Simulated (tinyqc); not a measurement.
Wafer bonding and layer transfer: bond energy, gap closing, particles, bonding of dissimilar wafers and hydrogen blisters: one step, computed by the program tinyqc.

gamma is the energy per area of each of the two surfaces; plates are isotropic.

Task: Bond energy from the blade test. Two cantilevers opened by t_b: gamma = 3 t_b^2 E1 t1^3 E2 t2^3/(16 L^4 (E1 t1^3 + E2 t2^3)).

Inputs (values chosen for the exercise, for model wafers):

| quantity | value | unit |
|---|---|---|
| Young's modulus E1 | 148 | GPa |
| Young's modulus E2 | 75.1 | GPa |
| thickness t1 | 525 | micrometre |
| thickness t2 | 200 | micrometre |
| blade thickness t_b | 80 | micrometre |
| crack length L | 4.3 | mm |

Pair: two different wafers.

Give: bond energy gamma.

Result:

bond energy gamma = 2.051 J/m^2

An error of 5 % in L changes gamma by about 20 %. This nears the fracture energy of the bulk. Caution: the crack is short against the thickness, so root rotation and shear add to the beam formula.
